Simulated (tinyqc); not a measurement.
Convergence with the mesh: Koster-Slater impurity in an sp3s* host.

sp3s* tight binding, nearest neighbours only: anion (a) at 0, cation (c) at a/4 (1,1,1), orbitals s, px, py, pz, s* on each; k in units of 2 pi/a. With phases e_j = exp(i (pi/2) k.n_j) for n = (1,1,1), (1,-1,-1), (-1,1,-1), (-1,-1,1): g0 = (e1+e2+e3+e4)/4, g1 = (e1+e2-e3-e4)/4, g2 = (e1-e2+e3-e4)/4, g3 = (e1-e2-e3+e4)/4. The diagonal holds the levels Esa, Epa, Exa (s*) and Esc, Epc, Exc. Anion-cation block: <sa|sc> = Vss g0; <sa|xc> = Vsapc g1; <xa|sc> = -Vscpa g1; <xa|xc> = Vxx g0; <xa|yc> = <ya|xc> = Vxy g3, <xa|zc> = <za|xc> = Vxy g2, <ya|zc> = <za|yc> = Vxy g1; <s*a|xc> = Vxapc g1; <xa|s*c> = -Vpaxc g1; y and z take g2 and g3 in place of g1; s-s* and s*-s* vanish.

A defect on an anion site (a) shifts the s level there by Vs or the three p levels by Vp and leaves the rest. A level in the gap solves 1/Vs = G_s(E) (symmetry A1) or 1/Vp = G_p(E) (T2, threefold), with G(E) = (1/N^3) sum over k and bands of w/(E - e), where w is the weight of the state on the s orbital of that site, or the mean weight on its px, py, pz. Mesh: k = f1 (-1,1,1) + f2 (1,-1,1) + f3 (1,1,-1), f = (j + 1/2)/N, j = 0 to N - 1. Energies from the top of the valence band at Gamma; the s* orbital of the site is left as it is. An infinite shift removes the s or p orbitals, the model of the ideal vacancy: G(E) = 0.

Values chosen for the exercise (out of a larger set: near a published set for GaAs; not measured data): p = (-8.315, 1.038, -2.664, 3.675, 8.591, 6.754, -6.452, 1.954, 5.074, 4.491, 5.795, 4.848, 4.808) eV (order Esa, Epa, Esc, Epc, Exa, Exc, Vss, Vxx, Vxy, Vsapc, Vscpa, Vxapc, Vpaxc); V = 7.4 eV (shift of the p levels).

Eg (smallest gap of the host) = 1.55480 eV

The same level (G_p = 1/V) on meshes of growing size; a dash: no level from 0 to Eg.

Mesh:

| N | points | G_p(Eg/2) (1/eV) | level (eV) |
|---|---|---|---|
| 2 | 8 | 0.09334 | 0.4663 |
| 3 | 27 | 0.08917 | 0.4347 |
| 4 | 64 | 0.08831 | 0.4270 |
| 6 | 216 | 0.08803 | 0.4234 |
| 8 | 512 | 0.08802 | 0.4229 |

What can be read from this table?

Against N = 8, G at mid-gap is off by +0.00532 at N = 2 and +0.00002 1/eV at N = 6; the level moves by -0.5 meV from N = 6 to 8. Errors in G are magnified in the level by 1/|dG/dE|, and a level near a band edge needs the finest mesh, since the sum there is ruled by few points.

Program tinyqc; command `OMP_NUM_THREADS=1 python tinyqc.py 1450161 1450162 out.jsonl`; about 0.06 s on one thread of a shared Intel(R) Xeon(R) Processor @ 2.30GHz.
